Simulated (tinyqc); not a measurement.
Shallow acceptor in the spherical model (Baldereschi-Lipari), strong spin-orbit limit: one step, computed by the program tinyqc.

The 1S(3/2) state has an s envelope f(r) and a d envelope g(r). In effective units they obey -(f'' + 2f'/r + 2f/r) + mu (g'' + 5g'/r + 3g/r^2) = E f and -(g'' + 2g'/r - 6g/r^2 + 2g/r) + mu (f'' - f'/r) = E g. The cubic term, the split-off band and the central cell are left out.

Problem. Matrices in a small basis. zeta_i = zeta_1 beta^(i-1), i = 1..n, in both channels. Basis: f_i = exp(-zeta_i r), g_i = r exp(-zeta_i r), weight r^2 dr, s = zeta_i + zeta_j. S_ff = 2/s^3, H_ff = zeta_i zeta_j S_ff - 2/s^2; S_gg = 24/s^5, H_gg = 8/s^3 + 24 zeta_i zeta_j/s^5 - 12/s^4; H(f_i, g_j) = mu (6 zeta_i^2/s^4 + 2 zeta_i/s^3); S_fg = 0. Each function is normalised by sqrt(S_ii).

Inputs (values chosen for the exercise, modelled on germanium): functions per channel n = 2; smallest exponent zeta_1 = 0.73 1/a*; ratio beta of exponents = 2.6.

mu = 0.7635821

Give: H; S.

Solution.

H (Ry*), lower triangle (symmetric):
```
          f1         f2       g1      g2
f1   -0.9271
f2  -0.89315  -0.193596
g1   0.58733     1.3905  0.51343
g2   0.80500     3.9703   1.3693  6.5076
```

S, lower triangle (symmetric):
```
        f1      f2      g1      g2
f1  1.0000
f2  0.7189  1.0000
g1  0.0000  0.0000  1.0000
g2  0.0000  0.0000  0.5769  1.0000
```
